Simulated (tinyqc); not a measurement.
# Changing the spread sigma_f

Model: hydrogen passivation of interface dangling bonds: competing passivation and dissociation with distributed barriers. Computed by tinyqc, a small Python program. Command: `OMP_NUM_THREADS=1 python tinyqc.py 3002560 3002561 out.jsonl passiv sweep`. One thread of a shared host (Intel(R) Xeon(R) Processor @ 2.30GHz), about 0.07 s of CPU time with the checks.

P_b + H2 gives P_bH + H at the rate k_f [H2]; P_bH gives P_b + H at the rate k_d. All defects start unpassivated. E_f and E_d are Gaussian and independent.

Inputs (values chosen for the exercise, close to those used for P_b centres at the silicon-oxide interface): defect density N0 = 4.3e+12 1/cm^2; passivation prefactor k_f0 = 5.5e-08 cm^3/s; mean passivation barrier E_f = 1.53 eV; dissociation prefactor k_d0 = 5.8e+12 1/s; mean dissociation barrier E_d = 2.71 eV; spread sigma_d = 0.086 eV; H2 in the oxide per atm, solubility factor = 1.2e+18 1/(cm^3 atm); hydrogen pressure p = 0.1 atm; anneal temperature T = 225 C; anneal time t = 230 s; oxide thickness = 2.8 nm.

Constants: k_B = 8.617333262e-05 eV/K; e = 1.602176634e-19 C; eps_0 = 8.8541878128e-12 F/m.

Method:
- [H2] = solubility factor x p; a = k_f0 [H2] exp(-E_f/(k_B T)), d = k_d0 exp(-E_d/(k_B T)). For one pair of barriers the active share is y = [d + a exp(-(a + d) t)]/(a + d).
- Temperatures in kelvin are T(C) + 273.15.
- Average y over both Gaussians with 40 x 40 Gauss-Hermite points.
- Active density N0 y; threshold shift if each active defect holds one charge, e N0 y t_ox/(3.9 eps_0).
- Minimise the averaged y over T between 150 and 900 C: find where ln y is equal at T - 0.05 and T + 0.05 C; T is rounded to 0.1 C.

One run for each value:
```
spread sigma_f (eV)  active share y  best temperature (C)  least active share
0.005                        0.9995                 428.3            0.000008
0.020                        0.9994                 441.1            0.000012
0.040                        0.9992                 465.8            0.000026
0.060                        0.9987                 491.2            0.000059
0.080                        0.9972                 515.1            0.000130
0.100                        0.9938                 536.5            0.000279
0.130                        0.9818                 563.2            0.000813
0.160                        0.9613                 583.7            0.002100
```

Over the rows, active share y falls from 0.999 to 0.961; best temperature (C) rises from 428 to 584 (exponent d ln y / d ln x 0.021 between the first rows and 0.17 between the last); least active share rises from 8.47e-6 to 0.00210 (exponent d ln y / d ln x 0.28 between the first rows and 4.6 between the last). The hardest defects set the temperature needed, and a hotter anneal has a higher dissociation floor.

Caution (rows 0.00500, 0.0200, 0.0400, 0.0600, 0.0800, 0.100, 0.130): a least active share below 1e-3 is a property of the model; measured passivation levels off well above it. Caution (all rows): atomic hydrogen, which both passivates and depassivates, and further passivation during cooling are left out.

Extremes, crossings and ranges named in words are read from the listed rows.
